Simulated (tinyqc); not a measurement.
# Which input was changed?

Model: charge control and current of a heterostructure field-effect transistor. Computed by tinyqc, a small Python program. Command: `OMP_NUM_THREADS=1 python tinyqc.py 3013586 3013587 out.jsonl hemt which`. One thread of a shared host (Intel(R) Xeon(R) Processor @ 2.30GHz), about 0.06 s of CPU time with the checks.

Two subbands in a triangular well; E_F is counted from the conduction band edge of the channel at the interface.

Inputs (values chosen for the exercise, modelled on AlGaN/GaN):
```
quantity                                  value        unit
channel mass m                             0.19         m_0
permittivity eps (barrier and channel)      9.6           -
barrier thickness d                          11          nm
Schottky barrier phi_B                        1          eV
conduction band offset dE_c                0.45          eV
polarisation charge sigma/e             1.5e+13      1/cm^2
gate voltage V_G                              0           V
mobility mu                                2000  cm^2/(V s)
saturation velocity v_s                     1.5    1e7 cm/s
gate length L                               200          nm
source resistance R_S                      0.21      ohm mm
temperature T                               400           K
mixing                                      0.3           -
iteration cap                               200           -
```

Charge source: polarisation. Velocity law: smooth.

Constants: e = 1.602176634e-19 C; eps_0 = 8.8541878128e-12 F/m; k_B = 8.617333262e-05 eV/K; hbar = 1.054571817e-34 J s; m_0 = 9.1093837015e-31 kg; k_B = 1.380649e-23 J/K.

Method:
- Threshold V_T = phi_B - dE_c - sigma d/(eps eps_0) (in volts); C_b = eps eps_0/d.
- Charge control: n_s = C_b (V_G - V_T - E_F/e)/e. Well: mean field F = e n_s/(2 eps eps_0), E_i = (hbar^2/2m)^(1/3) [(3 pi e F/2)(i + 3/4)]^(2/3), i = 0, 1; n_s = D k_B T sum_i ln(1 + exp((E_F - E_i)/k_B T)), D = m/(pi hbar^2), which is solved in closed form for E_F.
- Iteration from n_s = C_b (V_G - V_T)/(2e): E_F from n_s, n_out from the charge control, n_new = n_s + mixing (n_out - n_s), kept above n_s/10; stop when |n_out/n_s - 1| < 1e-9.
- C_g = e dn_s/dV_G = 1/(1/C_b + 1/C_q), 1/C_q = d(E_F/e)/d(e n_s) by a central difference of +/- 0.1 % in n_s; added distance dd = eps eps_0/C_q.
- With V = e n_s/C_g and V_c = v_s L/mu: for v = mu F/(1 + mu F/v_s), V_Dsat = V_c (sqrt(1 + 2V/V_c) - 1) and I/W = C_g v_s (V - V_Dsat); g_m = dI/dV; extrinsic g_m/(1 + g_m R_S); f_T = g_m/(2 pi C_g L).

Problem. One of these inputs alone was changed, within the range given: permittivity eps (barrier and channel) (4.8 to 19.2); barrier thickness d (5.5 to 22); mobility mu (1000 to 4000); gate length L (100 to 400). Which one, and to what value?

Results:
```
run     saturation current I/W (mA/mm)  intrinsic f_T (GHz)  gate capacitance C_g (microfarad/cm^2)
before                        1758.075             98.88071                               0.6707412
after                         1646.846             95.11730                               0.6707412
```

Solution.

Each candidate set to reproduce saturation current I/W, and what it then gives:
```
candidate                               range searched  value needed  intrinsic f_T (GHz)  gate capacitance C_g (microfarad/cm^2)
permittivity eps (barrier and channel)     4.8 to 19.2         10.81               97.367                                 0.74731
barrier thickness d (nm)                     5.5 to 22         9.927               97.556                                 0.73165
mobility mu (cm^2/(V s))                  1000 to 4000          1410               95.117                                 0.67074
gate length L (nm)                          100 to 400         283.7               67.058                                 0.67074
```

Only mobility mu fits every result: it went from 2000 to 1410 cm^2/(V s). The next best candidate, barrier thickness d, misses one result by 9.1 %.
